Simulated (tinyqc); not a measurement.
Threshold-voltage variability of a planar MOSFET, analytic estimates: one step of the calculation.

Three independent sources add in quadrature: random dopants in the depleted layer, metal-gate grains of two orientations, and roughness of the two gate edges acting through the roll-off VT = VT(long) - Vr exp(-L/l). These are first-order estimates: no three-dimensional electrostatics, no percolation.

Problem. Margin in standard deviations for the wanted yield. Cells fail independently with probability Q(k) = erfc(k/sqrt(2))/2 when the margin is k standard deviations, and Y = exp(-Nb Q(k)). phi = exp(-k^2/2)/sqrt(2 pi). Newton steps on ln Q(k) = ln(-ln(Y)/Nb): k(new) = k + [ln Q - ln(-ln(Y)/Nb)] Q/phi.

Inputs (values chosen for the exercise):
- Nb = 1048576 (number of cells)
- Y = 0.66 (wanted yield)

k after iteration 1 = 6.6173618

Give: Q(k); phi; k after iteration 2.

Solution.

Q(k) = 1.828e-11
phi = 1.236e-10
k after iteration 2 = 5.141

Computed by the program tinyqc: `OMP_NUM_THREADS=1 python tinyqc.py 2090047 2090048 out.jsonl`, one thread of a shared Intel Xeon 2.30GHz, about 0.01 s for the whole run.
